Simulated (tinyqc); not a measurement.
Dopants and charged point defects at anneal temperature: Fermi-level effect, clustering and pairing: one step, computed by the program tinyqc.

Boltzmann statistics and full ionisation of active dopants. Energies are counted from the valence band; the defect (a vacancy or self-interstitial) has five charge states, with all degeneracy factors one.

Question. Charged defects. C_0 = N_s exp(S_f/k_B) exp(-H_f/k_B T). Ratios to the neutral state at E_F = E_i: r_+ = exp((E(+/0) - E_i)/k_B T), r_2+ = r_+ exp((E(2+/+) - E_i)/k_B T), r_- = exp((E_i - E(0/-))/k_B T), r_2- = r_- exp((E_i - E(-/2-))/k_B T); at other E_F state q scales as chi^(-q). The enhancement is sum r_q chi^(-q)/sum r_q. The charge on the defects is left out of neutrality.

Inputs (values chosen for the exercise, with bands modelled on GaAs):
```
quantity                                        value   unit
anneal temperature T                              930      K
formation enthalpy of the neutral defect H_f     2.84     eV
formation entropy S_f                             4.8    k_B
site density N_s                              4.8e+22  cm^-3
```

Dopant: acceptor. Second part: clustering of the dopant.

defect levels as fractions of E_g(T): (2+/+), (+/0), (0/-), (-/2-): 0.046  0.35  0.42  0.78

E_g = 1.095925 eV

k_B T = 0.08014120 eV

n_i = 1.211852e+16 cm^-3

E_i = 0.6727473 eV

chi = 0.001407721

Give: neutral defects C_0; Charge states; all defects, doped; enhancement over intrinsic; mean charge.

Answer.

neutral defects C_0 = 2.374e+09 cm^-3

Charge states:
```
state    ratio r  intrinsic (cm^-3)  doped (cm^-3)
2+     1.149e-05          2.729e+04      1.377e+10
+      2.710e-02          6.434e+07      4.571e+10
0      1.000e+00          2.374e+09      2.374e+09
-      1.417e+01          3.364e+10      4.736e+07
2-     1.461e+00          3.469e+09      6.875e+03
```

all defects, doped = 6.190e+10 cm^-3

enhancement over intrinsic = 1.565

mean charge = 1.183 e

Doping leaves the neutral state alone and multiplies the total by 1.57; the most common state is + (in intrinsic material -).
